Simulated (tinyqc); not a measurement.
Inside a calculation. Model: single-electron transistor, orthodox theory and master equation.

Program tinyqc, `OMP_NUM_THREADS=1 python tinyqc.py 2780039 2780040 out.jsonl`; Intel Xeon 2.30GHz, shared host, one thread, about 0.01 s. Printed values are rounded.

A metal island with n extra electrons joins the left lead (voltage V) and the right lead (0 V) by tunnel junctions and couples to a gate. Cs = CL + CR + Cg. Adding electron n + 1 costs mu(n) = [q (n + 1/2) - CL V - Cg Vg]/Cs (in volts); the Fermi levels are -V (left) and 0 (right). A jump that gains the energy W has the rate G(W) = (W/q)/(R [1 - exp(-W/Vt)]), W in volts, Vt = kB T/q. Sequential tunnelling only; I > 0 flows from left to right.

Values chosen for this exercise:
- CL = 33 aF (capacitance of the left junction)
- CR = 25 aF (capacitance of the right junction)
- Cg = 3.1 aF (gate capacitance)
- RL = 1100 kohm (resistance of the left junction)
- RR = 4700 kohm (resistance of the right junction)
- T = 1.3 K (temperature)
- V = 5.9 mV (bias of the left lead)
- Vg = 18 mV (gate voltage)
- n0 = -1 (lowest charge state kept)
- n1 = 2 (highest charge state kept)

Constants: q = 1.602176634e-19 C, kB = 1.380649e-23 J/K, Vt = kB T/q. Results are converted to the units shown.

Range of the model: Cotunnelling, which dominates deep in the blockade, is left out.

## Charging energy and addition levels

q/Cs, the gate period q/Cg, and mu(n) for the transitions kept.

q/Cs = 2.62222 mV
q/Cg = 51.6831 mV
kB T/(q^2/Cs) = 0.0427216
mu(n), n to n + 1, n -1 to 1 (mV): -5.41095  -2.78873  -0.16651

## Tunnelling rates

Onto the island: from the left W = -V - mu(n), from the right W = -mu(n); off the island (n + 1 to n): to the left W = mu(n) + V, to the right W = mu(n).

```
n to n + 1, n	on from left (1/ns)	on from right (1/ns)	off to left (1/ns)	off to right (1/ns)
-1	0.0357164	7.18563	2.81065	7.57818e-21
0	1.53178e-11	3.70337	17.6537	5.72001e-11
1	1.92743e-21	0.285755	32.5324	0.0646386
```

## Probabilities and current

Steady state: p(n + 1)/p(n) = (sum of on rates)/(sum of off rates), normalised. I = q sum_n [p(n + 1) (off to left) - p(n) (on from left)].

p(n), n -1 to 2: 0.243133  0.624675  0.131044  0.00114877
I = 0.656546 nA
mean n = -0.109791

Two plain resistors in series would pass 1.02 nA; this is 64.5 % of that. 3 charge states hold more than 1 % each.
